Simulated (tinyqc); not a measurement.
Velocity overshoot from momentum and energy balance equations after a field step. Changing the field after the step F. Computed by tinyqc, a small Python program. Command: `OMP_NUM_THREADS=1 python tinyqc.py 3006366 3006367 out.jsonl overshoot sweep`. One thread of a shared host (Intel(R) Xeon(R) Processor @ 2.30GHz), about 0.04 s of CPU time with the checks.

At t = 0 the field jumps from 0 to F in a uniform sample. v is the drift velocity and u = w - (3/2) k_B T the excess energy per carrier.

Inputs (values chosen for the exercise, modelled on electrons in strained silicon except for tau_E):

| quantity | value | unit |
|---|---|---|
| effective mass m | 0.2 | m_0 |
| low-field mobility mu_0 | 2300 | cm^2/(V s) |
| saturation velocity v_s | 0.97 | 1e7 cm/s |
| energy relaxation time tau_E | 0.54 | ps |
| lattice temperature T | 300 | K |
| time step dt | 5.6 | fs |

Scheme: implicit in the damping.

Constants: m_0 = 9.1093837015e-31 kg; e = 1.602176634e-19 C; k_B = 8.617333262e-05 eV/K.

Method:
- dv/dt = e F/m - v/tau_m(u), du/dt = e F v - u/tau_E, tau_m(u) = tau_0/(1 + c u), tau_0 = m mu_0/e, c = mu_0/(e tau_E v_s^2); this choice gives the steady state v (1 + mu_0 F v/v_s^2) = mu_0 F, which saturates at v_s. Steady velocity v = 2 mu_0 F/(1 + sqrt(1 + 4 (mu_0 F/v_s)^2)); u = e F v tau_E; carrier temperature T + 2u/(3 k_B), neglecting the drift energy m v^2/2.
- Step: v_new = (v + dt e F/m)/(1 + dt/tau_m(u)), u_new = (u + dt e F v_new)/(1 + dt/tau_E). Start v = u = 0; the distance adds dt (v + v_new)/2.
- Run to 8 times the larger of tau_E and tau_0, but at most 20001 steps, and stop early if |v| > 1000 v_s or u < -1/(2c); the run is accepted if the last v is within 0.5 % of the steady value.

One run for each value:

| field after the step F (kV/cm) | peak over steady velocity | peak velocity (1e7 cm/s) | steady velocity (1e7 cm/s) | time of the peak (fs) | distance at the peak (nm) |
|---|---|---|---|---|---|
| 2.1 | 1.050 | 0.420 | 0.4006 | 856.8 | 27.83 |
| 3.0 | 1.103 | 0.556 | 0.5038 | 677.6 | 28.19 |
| 4.4 | 1.197 | 0.731 | 0.6108 | 520.8 | 27.55 |
| 6.3 | 1.321 | 0.922 | 0.6982 | 408.8 | 26.61 |
| 9.1 | 1.486 | 1.145 | 0.7709 | 313.6 | 24.65 |
| 13.0 | 1.682 | 1.389 | 0.8253 | 246.4 | 23.08 |
| 19.0 | 1.931 | 1.677 | 0.8683 | 190.4 | 21.21 |
| 28.0 | 2.229 | 2.005 | 0.8997 | 145.6 | 19.11 |
| 40.0 | 2.543 | 2.340 | 0.9202 | 117.6 | 18.11 |

Over the rows, peak over steady velocity rises from 1.05 to 2.54 (exponent d ln y / d ln x 0.14 between the first rows and 0.37 between the last); peak velocity (1e7 cm/s) rises from 0.420 to 2.34 (exponent d ln y / d ln x 0.78 between the first rows and 0.43 between the last); steady velocity (1e7 cm/s) rises from 0.401 to 0.920 (exponent d ln y / d ln x 0.64 between the first rows and 0.063 between the last). Overshoot passes 10 % between 2.10 and 3.00 kV/cm; the knee field v_s/mu_0 is 4.22 kV/cm.

Extremes, crossings and ranges named in words are read from the listed rows.
